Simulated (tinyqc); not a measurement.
Sublattice potential against complex hopping: Haldane model. Computed by the program tinyqc. Command: `OMP_NUM_THREADS=1 python tinyqc.py 110624 110625 out.jsonl`; one thread of a shared host (Intel(R) Xeon(R) Processor @ 2.60GHz), about 0.07 s.

Honeycomb lattice:

| parameter | value |
|---|---|
| t1 (eV) | 2.010000 |
| t2 (eV) | 0.220000 |
| phi (rad) | -1.490000 |

H_AA = delta - 2 t2 sum cos(k.b + phi), H_BB = -delta - 2 t2 sum cos(k.b - phi), H_AB = -t1 (1 + exp(-i k.a1) + exp(-i k.a2)), b = a1, a2 - a1, -a2, m = 3 sqrt3 t2 sin(phi); the sign of the Chern number follows the orientation k1 then k2.

Gaps at the two valleys (eV) and Chern number of the lower band (12 x 12 mesh):

| delta | gap 2\|delta - m\| | gap 2\|delta + m\| | Chern number |
|---|---|---|---|
| -2.051 | 1.823 | 6.381 | 0 |
| -1.481 | 0.683 | 5.241 | 0 |
| -0.684 | 0.911 | 3.647 | 1 |
| 0.000 | 2.279 | 2.279 | 1 |
| 0.456 | 3.191 | 1.367 | 1 |
| 0.855 | 3.989 | 0.569 | 1 |
| 1.424 | 5.127 | 0.569 | 0 |
| 2.279 | 6.837 | 2.279 | 0 |

Here |m| = 1.1394 eV. For |delta| < |m| the two valleys have masses of opposite sign and the Chern number is +/-1; one gap closes at |delta| = |m|, and beyond it the band is trivial.
